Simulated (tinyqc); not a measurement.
From E(6H) - E(3C) back to J2: polytypes and stacking faults of a tetrahedral semiconductor in an axial Ising model with couplings up to third neighbours. Computed by tinyqc, a small Python program. Command: `OMP_NUM_THREADS=1 python tinyqc.py 3019544 3019545 out.jsonl polytype inv`. One thread of a shared host (Intel(R) Xeon(R) Processor @ 2.30GHz), about 0.03 s of CPU time with the checks.

Each double layer has s = +1 or -1 for the sense of its stacking step; E per pair of atoms = E0 - sum_n J_n <s_i s_(i+n)>, n = 1, 2, 3. Hexagonality h = (1 - <s_i s_(i+1)>)/2.

Inputs (values chosen for the exercise, of the order of those of ZnS for J, a, G and the gaps):
```
quantity,value,unit
J1,1.92,meV/pair
J3,0.05,meV/pair
gap of 3C,3.72,eV
gap of 4H,3.8,eV
```

correlations of the repeat units 3C (+), 2H (+-), 4H (++--), 6H (+++---), 15R (+++--), 8H (++++----), 21R (++++---), 9R (++-):
```
,n = 1,n = 2,n = 3
3C,1.000000,1.000000,1.000000
2H,-1.000000,1.000000,-1.000000
4H,0.000000,-1.000000,0.000000
6H,0.333333,-0.333333,-1.000000
15R,0.200000,-0.600000,-0.600000
8H,0.500000,0.000000,-0.500000
21R,0.428571,-0.142857,-0.714286
9R,-0.333333,-0.333333,1.000000
```

Method. E - E(3C) = sum_n J_n (1 - C_n), C_n = <s_i s_(i+n)>. The gap is taken linear in h between 3C (h = 0) and 4H (h = 1/2), a rough rule, with a dash beyond.

Problem. A run gave the result below. Find the J2, known to lie between -0.13 and -0.051 meV/pair.

E(6H) - E(3C) = 1.273493 meV/pair

Solution.

Each step takes the trial c = (a f_b - b f_a)/(f_b - f_a), f being the result less the target; c replaces end b, the old b replaces a if the sign of f changed, and otherwise f_a is halved.

Scan of the range:
```
J2 (meV/pair),E(6H) - E(3C) (meV/pair)
-0.1300,1.20667
-0.1170,1.22400
-0.1040,1.24133
-0.0905,1.25933
-0.0773,1.27693
-0.0642,1.29440
-0.0510,1.31200
```

False position (Illinois rule) inside the bracket:
```
step,end a,end b,trial,E(6H) - E(3C) (meV/pair)
1,-0.0905,-0.0773,-0.0798802,1.273493
```

E(6H) - E(3C) rises at every point of a 13-point scan of the range (every second point is shown), so one value fits; it is bracketed by -0.0905 and -0.0773. The scan shows a straight line, so linear interpolation between any two rows gives the answer at once. Answer: J2 = -0.07988 meV/pair.
